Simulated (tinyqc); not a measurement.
Stress from a rosette of three resistors.

Inverse problem. In the (001) plane dR/R(0) = p11 sxx + p12 syy, dR/R(90) = p12 sxx + p11 syy and dR/R(45) = (p11 + p12)(sxx + syy)/2 + p44 sxy. Find the three stresses.

Inputs (values chosen for the exercise):
- p11 = 6.59 x 1e-11/Pa (piezoresistive coefficient)
- p12 = -1.08 x 1e-11/Pa (piezoresistive coefficient)
- p44 = 147 x 1e-11/Pa (piezoresistive coefficient)

dR/R at 0, 45 and 90 degrees (%): [0.54694000, -3.7122000, 1.4366600]

Solution. The first and third give sxx and syy; the 45-degree value less their mean is p44 sxy.

sxx = 122 MPa
syy = 238 MPa
sxy = -32.0 MPa

Program tinyqc, `OMP_NUM_THREADS=1 python tinyqc.py 2530010 2530011 out.jsonl`; Intel Xeon 2.30GHz, shared host, one thread, about 0.01 s.
